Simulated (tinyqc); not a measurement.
# Single-oscillator infrared dielectric function of a polar cubic crystal, step by step

A worked calculation. Computed by tinyqc, a small Python program that keeps every step. Command: `OMP_NUM_THREADS=1 python tinyqc.py 3004494 3004495 out.jsonl infrared walk`. One thread of a shared host (Intel(R) Xeon(R) Processor @ 2.30GHz), about 0.01 s of CPU time with the checks. Intermediate numbers are printed to about 5 digits and carried at full precision; extremes and crossings named in words are read from the listed rows.

One ion pair, charges +Z* and -Z*, in a cell of volume Omega = a^3/4. Frequencies omega are given as wavenumbers (1/cm); eps_s is the static dielectric constant.

Inputs (values chosen for the exercise, for a model crystal): lattice constant a = 5.05 angstrom; mass M_A = 115 u; mass M_B = 52.7 u; omega_TO = 364 1/cm; Born charge Z* = 2.46 e; eps_inf = 7.24; phonon damping gamma = 10 1/cm; probe frequency / omega_TO = 1.04; carrier density N = 1.1e+18 1/cm^3; carrier mass m* = 0.24 m_0; carrier mobility = 260 cm^2/(V s).

Structure: zinc blende. Free carriers: present.

Constants: nu for 1 eV/(angstrom^2 u) = 15.6333042 THz; 1 THz = 33.35640952 1/cm; e^2/(4 pi eps_0) = 14.39964548 eV angstrom; e = 1.602176634e-19 C; eps_0 = 8.8541878128e-12 F/m; m_0 = 9.1093837015e-31 kg; c = 299792458 m/s.

## LO frequency and static constant from the Born charge

mu = M_A M_B/(M_A + M_B); ionic plasma term W^2 = 4 pi Z*^2 (e^2/(4 pi eps_0))/(Omega mu) in eV/(angstrom^2 u), turned into 1/cm by W = 15.6333042 x 33.35640952 x sqrt(W^2); omega_LO^2 = omega_TO^2 + W^2/eps_inf; eps_s = eps_inf + W^2/omega_TO^2; Szigeti charge 3 Z*/(eps_inf + 2); longitudinal (Callen) charge Z*/eps_inf.

reduced mass mu = 36.139 u

W = 505.88 1/cm

omega_LO = 409.69 1/cm

eps_s = 9.1715

Szigeti charge = 0.79870 e

Callen charge = 0.33978 e

omega_LO/omega_TO = 1.126; the ions supply 21 % of eps_s.

## Plasma frequency and its damping

omega_p^2 = N e^2/(eps_0 eps_inf m*), gamma_p = e/(m* x mobility), both divided by 2 pi c (c in cm/s) to give 1/cm. m* is held constant, though in narrow-gap crystals it rises with N at high doping.

omega_p = 238.29 1/cm

gamma_p = 149.64 1/cm

Caution: gamma_p is not small against omega_p, so the plasmon is strongly damped and a plasmon-like coupled mode marks no sharp feature.

## Coupled plasmon-LO modes

Without damping eps(omega) = 0 gives omega^4 - (omega_LO^2 + omega_p^2) omega^2 + omega_p^2 omega_TO^2 = 0, with roots L- and L+.

lower coupled mode L- = 202.40 1/cm

upper coupled mode L+ = 428.56 1/cm

omega_p is within a factor 2 of omega_LO; the modes mix most strongly where the two are close.

## Coupled modes against carrier density

omega_p^2 = N e^2/(eps_0 eps_inf m*), divided by 2 pi c; the limits are omega_p sqrt(eps_inf/eps_s) for L- at small N and omega_p for L+ at large N.

Frequencies (1/cm):
```
N (1/cm^3)  omega_p      L-      L+  omega_p sqrt(eps_inf/eps_s)
1.00e+16       22.7   20.18   409.8                         20.2
3.00e+16       39.4   34.93   410.1                         35.0
1.00e+17       71.8   63.63   411.0                         63.8
3.00e+17      124.4  109.43   414.0                        110.6
1.00e+18      227.2  193.93   426.4                        201.9
3.00e+18      393.5  295.10   485.4                        349.6
1.00e+19      718.5  348.72   750.0                        638.4
3.00e+19     1244.4  359.55  1259.8                       1105.7
```

L+ starts at 409.8 (omega_LO = 409.7) and L- ends at 359.6 (omega_TO = 364.0); neither enters the band between omega_TO and omega_LO. omega_p passes omega_LO between N = 3e18 and 1e19 per cm^3, where the modes repel each other. At the lowest N, L- is 1.000 of the plasmon screened by eps_s.

## Optical constants at the probe frequency

eps(omega) = eps_inf + W^2/(omega_TO^2 - omega^2 - i gamma omega) - eps_inf omega_p^2/(omega^2 + i gamma_p omega); n + i k = sqrt(eps) with k >= 0; R = |(n + i k - 1)/(n + i k + 1)|^2 at normal incidence from vacuum. omega is the probe ratio times omega_TO. Intensity decays over 1/(4 pi omega k); the loss function is Im(-1/eps).

omega = 378.56 1/cm

Re eps = -16.327

Im eps = 8.3636

n = 1.0044

k = 4.1636

reflectivity R = 0.81185

penetration depth of the intensity = 0.50488 micrometre

loss function = 0.024854

Re eps is negative: the wave is evanescent and the crystal reflects like a metal.

## Spectrum around the optical phonon

The loss function is Im(-1/eps).

Spectrum:
```
omega (1/cm)    Re eps    Im eps         R  Im(-1/eps)
182             2.4090    6.1358   0.28298     0.14121
309             10.618    2.2622   0.28805    0.019193
353             31.476    13.285   0.50849    0.011381
364             4.5857    71.399   0.70927    0.013948
375            -21.240    12.981   0.81096    0.020949
387            -9.2559    4.0842   0.78884    0.039903
401            -3.8678    2.0931   0.67962     0.10822
410            -2.0120    1.6046   0.54257     0.24227
418           -0.84727    1.3407   0.36051     0.53301
434            0.73530    1.0264  0.061867     0.64385
471             2.7003   0.68536  0.066697    0.088308
615             5.1730   0.27574   0.15189    0.010275
1020            6.5713  0.059915   0.19251   0.0013874
```

R peaks among these rows at 375 per cm with 0.81 and is lowest, 0.062, at 434; far above omega_LO it tends to ((sqrt(eps_inf) - 1)/(sqrt(eps_inf) + 1))^2 = 0.210. Im eps is largest at 364 and the loss function at 434; the free carriers add absorption and shift the longitudinal modes. Re eps is negative in some rows, where R averages 0.64.

Checks made by the program: Lyddane-Sachs-Teller relation eps_s/eps_inf = (omega_LO/omega_TO)^2 (relative difference below 1e-10); L- L+ = omega_p omega_TO (relative difference below 1e-10).
